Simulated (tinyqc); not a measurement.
Tail length against growth temperature: equilibrium and kinetic segregation of a solute to boundaries and growing surfaces. Computed by tinyqc, a small Python program. Command: `OMP_NUM_THREADS=1 python tinyqc.py 3011618 3011619 out.jsonl segreg walk`. One thread of a shared host (Intel(R) Xeon(R) Processor @ 2.30GHz), about 0.01 s of CPU time with the checks.

Inputs (values chosen for the exercise, modelled on phosphorus in polycrystalline silicon): exchange barrier E_b = 1.33 eV; surface segregation energy E_s = 0.42 eV; growth rate = 0.53 monolayers/s.

Constants: k_B = 8.617333262e-05 eV/K.

Method. Two-state exchange during growth, dilute: jump up r_u = nu exp(-E_b/(k_B T_g)), jump back r_d = r_u exp(-E_s/(k_B T_g)), nu = 1e13 1/s. In the time 1/R of one monolayer the share carried up is p = [r_u/(r_u + r_d)] [1 - exp(-(r_u + r_d)/R)]; the tail decays as p^n, length -1/ln p monolayers; the equilibrium limit has p = r_u/(r_u + r_d).

Exchange model:
```
T_g (K)       r_u/R        p  length (monolayers)  equilibrium limit
434      6.7802e-03  0.00676           2.0011e-01              75372
465      7.2590e-02  0.07002           3.7608e-01              35650
490      3.9475e-01  0.32615           8.9254e-01              20884
515      1.8213e+00  0.83814           5.6634e+00              12886
535      5.5838e+00  0.99613           2.5816e+02               9047
555      1.5791e+01  0.99985           6.5092e+03               6515
586      6.8757e+01  0.99976           4.0943e+03               4094
631      4.4984e+02  0.99956           2.2627e+03               2263
707      6.2367e+03  0.99899           9.8662e+02                987
```

What does the comparison show, and why?

The length peaks among these rows at 555 K with 6510 monolayers. Below, exchange freezes (r_u/R = 0.0068 in the first row); above, the length follows the equilibrium limit, about exp(E_s/(k_B T)), down to 987.

Extremes, crossings and ranges named in words are read from the listed rows.
